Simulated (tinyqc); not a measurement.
Holstein polaron on two sites: one step, computed by the program tinyqc. Command: `OMP_NUM_THREADS=1 python tinyqc.py 3023035 3023036 out.jsonl holstein walk`. One thread of a shared host (Intel(R) Xeon(R) Processor @ 2.30GHz), about 0.01 s of CPU time with the checks.

One electron on sites 1 and 2: H = -t (c1+ c2 + c2+ c1) + hbar omega sum_i b_i+ b_i - g hbar omega sum_i n_i (b_i + b_i+). The symmetric phonon shifts the energy by -g^2 hbar omega/2 and drops out; with b = (b_1 - b_2)/sqrt(2) there remains H = -t sigma_x + hbar omega b+ b - (g hbar omega/sqrt(2)) sigma_z (b + b+). Parity splits it into blocks p = +1 and -1 over phonon numbers n. Zero-point energies are left out. Weights Z refer to mode b alone; the displaced symmetric mode multiplies the full zero-phonon weight by exp(-g^2/2).

Problem. Levels in the small basis. Diagonalise H; the eigenvector has its largest component positive; Z is the weight of n = 0.

H, even block (meV):
```
           1          2          3          4
1  -713.5000  -218.4960     0.0000     0.0000
2  -218.4960  -110.5000  -309.0000     0.0000
3     0.0000  -309.0000  -507.5000  -378.4462
4     0.0000     0.0000  -378.4462    95.5000
```

Give: levels; lowest eigenvector; Z in the small basis.

Solution.

levels (meV): -868.4  -703.9  2.7  333.6

lowest eigenvector: 0.6051  0.4290  0.6243  0.2451

Z in the small basis = 0.3661
